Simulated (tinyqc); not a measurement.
# Born-von Karman spring model of a cubic crystal with one atom per cell, step by step

A worked calculation. Computed by tinyqc, a small Python program that keeps every step. Command: `OMP_NUM_THREADS=1 python tinyqc.py 3002310 3002311 out.jsonl springs walk`. One thread of a shared host (Intel(R) Xeon(R) Processor @ 2.30GHz), about 0.1 s of CPU time with the checks. Intermediate numbers are printed to about 6 digits and carried at full precision; extremes and crossings named in words are read from the listed rows.

First neighbours lie at a/2 (1,1,1) (8 of them), second at a (1,0,0) (6), with all permutations and signs; the volume per atom is Omega = a^3/2. Two shells of springs match a real metal only roughly, above all at the zone boundary.

Inputs (values chosen for the exercise, modelled on iron):

| quantity | value | unit |
|---|---|---|
| lattice constant a | 2.87 | angstrom |
| atomic mass M | 55.85 | u |
| radial spring k1L | 3.26 | eV/angstrom^2 |
| transverse spring k1T | -0.1 | eV/angstrom^2 |
| radial spring k2L | 1 | eV/angstrom^2 |
| transverse spring k2T | 0.018 | eV/angstrom^2 |
| mesh divisions n | 8 | - |
| temperature T | 600 | K |

Lattice: bcc.

wave vector q (2 pi/a): 0.54  0.022  0.13

Constants: nu for 1 eV/(angstrom^2 u) = 15.6333042 THz; 1 eV/angstrom^3 = 160.2176634 GPa; u = 1.6605390666e-27 kg; h x 1 THz = 4.135667696 meV; k_B = 8.617333262e-05 eV/K; hbar^2/u = 4.18015928e-03 eV angstrom^2; hbar = 1.054571817e-34 J s; k_B = 1.380649e-23 J/K.

## Dynamical matrix at q

A neighbour at R with unit vector n couples by the matrix K(R) = kL n n^T + kT (1 - n n^T), and D(q) = (1/M) sum_R K(R) [1 - cos(q.R)].

D(q) (eV/(angstrom^2 u)):
```
          x          y          z
x  0.233576   0.010088   0.063061
y  0.010088   0.164685  -0.000551
z  0.063061  -0.000551   0.175443
```

## Frequencies and polarisations

Diagonalise D. An eigenvalue lambda of D in eV/(angstrom^2 u) gives nu = 15.6333042 THz x sqrt(lambda). Eigenvectors are columns, with the largest component positive; the longitudinal weight is (e.q)^2/q^2.

eigenvalues (eV/(angstrom^2 u)): 0.133921  0.165223  0.274560

frequencies (THz): 5.72105  6.35456  8.19161

polarisation vectors:
```
      mode 1     mode 2    mode 3
x  -0.538605   0.041163  0.841552
y   0.191325   0.978689  0.074580
z   0.820548  -0.201179  0.535002
```

longitudinal weights: 0.104821  0.001003  0.894176

Mode 3 is the most longitudinal, with weight 0.89.

## Elastic constants from long waves

[ij,kl] = (1/(2 Omega)) sum_R K_ij R_k R_l; C11 = [xx,xx], C44 = [xx,yy], C12 = 2 [xy,xy] - C44; B = (C11 + 2 C12)/3; Zener ratio A = 2 C44/(C11 - C12). K(R) = kL n n^T + kT (1 - n n^T).

C11 = 225.533 GPa

C12 = 134.203 GPa

C44 = 115.893 GPa

bulk modulus B = 164.646 GPa

Zener ratio A = 2.53790

C12 - C44 = 18.31 GPa: the Cauchy relation fails because sum_R kT R^2 is not zero; a negative sum gives a positive Cauchy pressure.

## Sound velocities

rho = M/Omega and v = sqrt(C/rho), with C = C11, C44, C44 along [100]; (C11 + C12 + 2 C44)/2, C44, (C11 - C12)/2 along [110]; (C11 + 2 C12 + 4 C44)/3 and twice (C11 - C12 + C44)/3 along [111].

density rho = 7846.15 kg/m^3

Velocities (m/s):

| direction | longitudinal | transverse 1 | transverse 2 |
|---|---|---|---|
| [100] | 5361.38 | 3843.26 | 3843.26 |
| [110] | 6139.63 | 3843.26 | 2412.47 |
| [111] | 6377.97 | 2967.08 | 2967.08 |

Along [110] the two transverse waves differ by a factor sqrt(2 C44/(C11 - C12)) = 1.593.

## Frequencies at the zone boundary

The formulas are those given above.

Frequencies (THz) at points given in 2 pi/a:

| point | nu 1 | nu 2 | nu 3 |
|---|---|---|---|
| H (1, 0, 0) | 8.45083 | 8.45083 | 8.45083 |
| N (0.5, 0.5, 0) | 3.78395 | 6.02813 | 9.62998 |
| P (0.5, 0.5, 0.5) | 7.33774 | 7.33774 | 7.33774 |

## Highest frequency at H

Take the highest frequency at H = (1, 0, 0) (2 pi/a).

highest frequency at H = 8.45083 THz

## Dispersion against the sound-wave line

The last column divides the top branch by the straight line with its slope at G. End points in 2 pi/a: H = (1, 0, 0), N = (0.5, 0.5, 0).

Frequencies (THz) along two lines:

| line | fraction of the way | nu 1 | nu 2 | nu 3 | nu 3 / linear |
|---|---|---|---|---|---|
| G-H | 0.10 | 1.33333 | 1.33333 | 1.84910 | 0.989842 |
| G-H | 0.25 | 3.25826 | 3.25826 | 4.38300 | 0.938506 |
| G-H | 0.40 | 4.99588 | 4.99588 | 6.36446 | 0.851740 |
| G-H | 0.55 | 6.44993 | 6.44993 | 7.64002 | 0.743596 |
| G-H | 0.70 | 7.54342 | 7.54342 | 8.25552 | 0.631323 |
| G-H | 0.85 | 8.22128 | 8.22128 | 8.43399 | 0.531153 |
| G-H | 1.00 | 8.45083 | 8.45083 | 8.45083 | 0.452381 |
| G-N | 0.10 | 0.59194 | 0.94301 | 1.50646 | 0.995893 |
| G-N | 0.25 | 1.44806 | 2.30687 | 3.68523 | 0.974495 |
| G-N | 0.40 | 2.22415 | 3.54325 | 5.66036 | 0.935489 |
| G-N | 0.55 | 2.87734 | 4.58383 | 7.32269 | 0.880163 |
| G-N | 0.70 | 3.37153 | 5.37111 | 8.58037 | 0.810332 |
| G-N | 0.85 | 3.67940 | 5.86158 | 9.36390 | 0.728270 |
| G-N | 1.00 | 3.78395 | 6.02813 | 9.62998 | 0.636620 |

Along G-H the top branch ends at 45 % of its linear extrapolation. Along G-N the top branch ends at 64 % of its linear extrapolation, which is the 2/pi of a pure sine: planes normal to this line couple to their next planes alone. A Debye model keeps the straight line throughout.

## Thermal sums on a mesh

Mesh: q = sum_i (m_i + 1/2)/n b_i, m_i = 0..n-1, with b = [[0, 1, 1], [1, 0, 1], [1, 1, 0]] in 2 pi/a; sums are averages over the n^3 points, per atom. With x = h nu/(k_B T) and n = 1/(exp(x) - 1) for each mode: F = k_B T [x/2 + ln(1 - exp(-x))], U = k_B T x (n + 1/2), S/k_B = x n - ln(1 - exp(-x)), C/k_B = x^2 n (n + 1). <u_x^2> = (1/3) sum over modes of hbar^2/(2 M h nu) coth(x/2); zero-point energy = sum h nu/2. <u_x^2> converges slowly with the mesh, from below, with an error of order 1/n.

free energy F = -110.174 meV/atom

energy U = 158.792 meV/atom

entropy S = 5.20203 k_B/atom

heat capacity C = 2.92968 k_B/atom

<u_x^2> = 0.00843773 angstrom^2

zero-point energy = 39.7538 meV/atom

C is 98 % of the classical 3 k_B, and the zero-point energy is 25 % of U.

## Debye temperature from the elastic constants

Christoffel matrix G_xx = C11 n_x^2 + C44 (1 - n_x^2), G_xy = (C12 + C44) n_x n_y, with eigenvalues rho v^2; v_m^-3 is the mean of v^-3 over three branches and all directions (12 Gauss-Legendre points in cos(theta) times 24 angles phi = (j + 1/2) pi/12); q_D = (6 pi^2/Omega)^(1/3); Theta = hbar v_m q_D/k_B.

mean velocity v_m = 3503.95 m/s

Debye wave number q_D = 1.71111 1/angstrom

elastic Debye temperature = 457.962 K

## Full spectrum, Debye and Einstein heat capacities

Mesh: q = sum_i (m_i + 1/2)/n b_i, m_i = 0..n-1, with b = [[0, 1, 1], [1, 0, 1], [1, 1, 0]] in 2 pi/a; sums are averages over the n^3 points (here n = 14), per atom. Debye: C = 9 k_B (T/Theta)^3 int_0^(Theta/T) x^4 e^x/(e^x - 1)^2 dx with the elastic Theta. Einstein: three modes at the root-mean-square frequency. The last column is the Theta that makes the Debye formula give the full C at that T.

root-mean-square frequency = 6.69144 THz

Heat capacity (k_B/atom):

| T (K) | full spectrum | Debye | Einstein | Theta from C (K) |
|---|---|---|---|---|
| 55 | 0.53261 | 0.37412 | 0.29959 | 397.164 |
| 82 | 1.13591 | 0.91389 | 0.95392 | 403.169 |
| 110 | 1.64574 | 1.43717 | 1.54173 | 407.271 |
| 160 | 2.20426 | 2.05716 | 2.16734 | 410.777 |
| 230 | 2.56761 | 2.48026 | 2.55669 | 412.657 |
| 340 | 2.78917 | 2.74456 | 2.78658 | 413.683 |
| 460 | 2.88188 | 2.85643 | 2.88107 | 414.089 |
| 690 | 2.94659 | 2.93495 | 2.94643 | 414.365 |

The apparent Theta runs from 397 to 414 K against the elastic 458 K; at high T it tends to sqrt(5/3) h nu_rms/k_B = 415 K. At the lowest T the Debye value is 0.70 and the Einstein value 0.56 times the full one; dispersion bends the branches below the sound lines, so the real spectrum has more low modes than Debye assumes. At the highest T Debye misses by 0.40 % and Einstein by 0.0056 %.

Checks made by the program: slopes of the dispersion along [110] against the sound velocities (relative difference 2e-08); F = U - T S (relative difference below 1e-10).
